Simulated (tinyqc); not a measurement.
From results back to parameters: carbon nanotube by zone folding. Three cases, with inputs chosen for the exercise.

Problem. d = sqrt3 acc sqrt(n^2 + nm + m^2)/pi and tan(theta) = sqrt3 m/(2n + m). Diameter and chiral angle below belong to a hidden tube.

Find: n, m; type in zone folding.

Method. With L = pi d/a, a = sqrt3 acc, the components of C are n + m/2 = L cos(theta) and sqrt3 m/2 = L sin(theta). The tube is metallic where n - m is a multiple of three.

Case 1.

Values chosen (out of a larger set: near those used for carbon; not measured data): acc = 1.42 angstrom (bond length).

d = 17.628 angstrom
theta = 30.00 degrees

Solution.

n, m: 13  13

type in zone folding: metallic

Case 2.

Values chosen (out of a larger set: near those used for carbon; not measured data): acc = 1.42 angstrom (bond length).

d = 14.092 angstrom
theta = 0.00 degrees

Solution.

n, m: 18  0

type in zone folding: metallic

Case 3.

Values chosen (out of a larger set: near those used for carbon; not measured data): acc = 1.42 angstrom (bond length).

d = 13.309 angstrom
theta = 0.00 degrees

Solution.

n, m: 17  0

type in zone folding: semiconducting

Computed by tinyqc, one run a case: `OMP_NUM_THREADS=1 python tinyqc.py N N+1 out.jsonl` with N = 1482072, 1482094, 1482126; one thread of a shared Intel(R) Xeon(R) Processor @ 2.30GHz, about 0.03 s a run at most.
